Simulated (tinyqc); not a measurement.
Hot electrons in a saturated n-channel MOSFET, lucky-electron model: course of the iteration: body bias from the substrate current.

Beyond pinch-off the lateral field grows as Esat cosh(y/l) over the velocity-saturated region (pseudo-two-dimensional model). Impact ionisation in this region gives the substrate current, which biases the body forward through Rsub. Currents are per width. Local-field laws: they overstate ionisation when the field peak is narrower than an energy relaxation length.

Cox = 3.9 eps0/tox. Overdrive g = Vg - VT + kb Vb; Vdsat = g Esat L/(g + Esat L); Id = Cox vs (g - Vdsat); dV = Vd - Id Rd - Vdsat; Em = sqrt((dV/l)^2 + Esat^2); Isub = Id (Ai/Bi) l Em exp(-Bi/Em). Vb(new) = Rsub Isub.

Stop when Vb changes by less than 1e-9 V, or after 60 iterations.

Inputs (values chosen for the exercise); values close to those of silicon n-channel devices: channel length L = 1.2 um; oxide thickness tox = 24 nm; threshold VT = 0.71 V; saturation velocity vs = 9.6e6 cm/s; ionisation prefactor Ai = 2e6 1/cm; ionisation field Bi = 1.74 MV/cm; resistance of the lightly doped drain Rd = 0 ohm um; substrate resistance Rsub = 16000 ohm um; fall of VT per volt of forward body bias kb = 0.45; drain voltage Vd = 4.4 V; gate voltage Vg = 2.2 V.

Constants: eps0 = 8.8541878128e-14 F/cm where lengths are in cm. Results are converted to the units shown.

Vb at the start = 0 V
l = 183.957 nm
Esat = 0.0533333 MV/cm

Course of the iteration:
```
iteration      Vb (V)  |change| (V)
1          1.63772e-4       1.64e-4
2          1.63763e-4       9.40e-9
3          1.63763e-4      5.39e-13
```

Did this iteration meet its convergence test, and what does its course show?

Yes. Converged in 3 iterations. The change falls from 1.6e-4 in the first iteration to below the tolerance in the last.

Program tinyqc, `OMP_NUM_THREADS=1 python tinyqc.py 2550107 2550108 out.jsonl`; Intel Xeon 2.30GHz, shared host, one thread, about 0.01 s.
